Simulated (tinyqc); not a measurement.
Worked calculation: Stoner model of a band ferromagnet. Values are carried at full precision from step to step, so a last printed digit may differ when a step is redone from the rounded ones.

Density of states per atom and spin: flat with a rise to the top, D(e) = (M/W) [1 - sp + 4 sp (e/W + 1/2)^3]. Levels e -/+ I m/2 for up and down spin, m = n_up - n_down, n_up + n_down = nd. At zero temperature e(N) is the energy below which N states lie, and E(m) = sum over spins of integral e D de - I m^2/4.

Values chosen for the exercise: W = 3.9 eV (band width, e from -W/2 to W/2); M = 5 (states per atom and spin); nd = 9.42 (electrons per atom); sp = 0.7 (shape parameter); I = 0.4 eV (Stoner parameter).

## The paramagnetic state and the Stoner criterion

Find EF from nd/2 states per spin, D(EF) and the product I D(EF); below 1 the susceptibility is enhanced by 1/(1 - I D).

EF = 1.8751 eV
D(EF) = 3.7715 1/eV
I D(EF) = 1.5086

The paramagnet is unstable.

## Energy against moment

Tabulate the splitting that the band needs, e(n_up) - e(n_down), against I m, and E(m) - E(0), at nine moments up to saturation m_max = min(nd, 2M - nd).

Energy curve:
```
m      e(n_up) (eV)  e(n_down) (eV)  difference (eV)  I m (eV)  E - E(0) (meV)
0.000        1.8751          1.8751           0.0000    0.0000             0.0
0.072        1.8847          1.8655           0.0192    0.0290            -0.2
0.145        1.8942          1.8558           0.0384    0.0580            -0.7
0.217        1.9037          1.8460           0.0577    0.0870            -1.6
0.290        1.9130          1.8361           0.0769    0.1160            -2.8
0.362        1.9224          1.8262           0.0962    0.1450            -4.4
0.435        1.9316          1.8162           0.1154    0.1740            -6.4
0.507        1.9408          1.8062           0.1347    0.2030            -8.7
0.580        1.9500          1.7960           0.1540    0.2320           -11.3
```

dE/dm is half of (difference - I m), so E falls wherever I m exceeds the difference.

## The ground state

Take the lowest of E(0), the stationary points e(n_up) - e(n_down) = I m, and saturation.

m = 0.580 muB
exchange splitting I m = 0.232 eV
E - E(0) = -11.3 meV

n_up, n_down: [5.000, 4.420]

The moment is saturated (a strong ferromagnet): the majority band is full.

## Checks

- States in the band over M against 1: both 1.000000.

Run: tinyqc, `OMP_NUM_THREADS=1 python tinyqc.py 1681622 1681623 out.jsonl`; Intel(R) Xeon(R) Processor @ 2.30GHz, one thread, shared host; about 0.2 s of CPU time with all checks.
